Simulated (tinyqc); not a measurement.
Worked calculation: quantum-confined Stark effect in a modulator well. Values are carried at full precision from step to step, so a last printed digit may differ when a step is redone from the rounded ones.

Constants: hbar^2/2m0 = 3.80998211 eV angstrom^2; e^2/(4 pi eps0) = 14.39964547 eV angstrom; hc = 1239.841984 eV nm.

Parameters, chosen for this exercise (near those of a Ge well in SiGe, direct gap; shifted at random, so the results belong to these values and not to a real crystal): L = 136 angstrom (well width); me = 0.043 m0 (electron, well); mh = 0.205 m0 (heavy hole along z, well); F = 59 kV/cm (field); Vc = 0.36 eV (conduction offset); Vv = 0.106 eV (heavy-hole offset); meb = 0.0561 m0 (electron, barrier); mhb = 0.227 m0 (heavy hole, barrier); Eg = 0.839 eV (gap of the well); mp = 0.07 m0 (heavy hole in the plane); eps = 15.8 (dielectric constant); dE = 23 meV (operating point below the zero-field line); G = 10 meV (half width of the exciton line).

## Estimate for hard walls

Second order: each level moves by -C m (e F)^2 L^4/(2c), C = (15/pi^2 - 1)/(24 pi^2), c = hbar^2/2m0, 1 kV/cm = 1e-5 eV/angstrom. It holds while e F L is no more than about twice 3 c pi^2/(m L^2).

Estimate:
```
carrier     shift (meV)  e F L over the level spacing
electron          -1.47                          0.57
heavy hole        -7.03                          2.70
```

The hole, 4.8 times heavier, carries 83 % of the estimated shift; for hard walls second order errs by about 2 % at a ratio of 1 and 13 % at 3.

## Levels and envelopes

Envelopes on cells of 0.5 angstrom over the well |z| < L/2 and 45 angstrom of barrier on each side, psi = 0 beyond, psi'/m continuous (mean mass between points), c = hbar^2/2m0. The electron sees + e F z and the hole - e F z, each with its offset in the barriers; 1 kV/cm = 1e-5 eV/angstrom. Light holes, band mixing and escape by tunnelling are left out.

Ground levels, squared overlap and separation <z>_h - <z>_e without and with the field.

Results:
```
F (kV/cm)  E_e (meV)  E_h (meV)  overlap^2  separation (angstrom)
0              29.58       6.81      0.998                    0.0
59             25.79      -5.29      0.478                   47.0
```

The electron level moves by -3.79 meV (2.6 times the hard-wall estimate, since it leaks into the barriers and sees a wider well) and the hole level by -12.10 meV (1.72 times).

## Exciton

Exciton: in-plane function exp(-rho/lam), 1/mu = 1/me + 1/mp, E(lam) = c/(mu lam^2) - (q/eps) times the integral over k of Fm(k)(1 + (k lam/2)^2)^(-3/2), Fm(k) the double integral of psi_e^2 psi_h^2 exp(-k |z - z'|), q = e^2/(4 pi eps0); binding Eb = -E at the minimum. Line at Eg + E_e + E_h - Eb, strength proportional to overlap^2/lam^2.

Minimise over lam without and with the field.

Results:
```
F (kV/cm)  lam (angstrom)  Eb (meV)  line (eV)      nm  overlap^2/lam^2 (1e-4/angstrom^2)
0                   234.2      3.68     0.8717  1422.3                             0.1821
59                  262.1      3.21     0.8563  1447.9                             0.0695
```

The weaker binding gives back 0.47 meV of the red shift, leaving 15.4 meV; the strength falls to 38 %.

## Contrast at the operating point

With a Gaussian line of half width G, the absorption at E_op = line(0) - dE is proportional to strength x exp(-ln2 ((E_op - line)/G)^2); continuum absorption is left out. Give it at both fields, relative to the zero-field peak.

E_op = 0.8487 eV
wavelength = 1460.8 nm

absorption without and with the field: [0.026, 0.26]

The field changes the absorption by +0.23 of the zero-field peak. With dE above 2G the Gaussian tail at zero field is weak; real tails fall only exponentially and absorb more.

## Checks

- Zero-field levels against the matching condition of the square well, meV: largest difference 4.0e-02.
- Slope d(E_e + E_h)/dF against minus the separation (Hellmann-Feynman), angstrom: both -47.0.

Run: tinyqc, `OMP_NUM_THREADS=1 python tinyqc.py 1251062 1251063 out.jsonl`; Intel(R) Xeon(R) Processor @ 2.30GHz, one thread, shared host; about 0.1 s of CPU time with all checks.
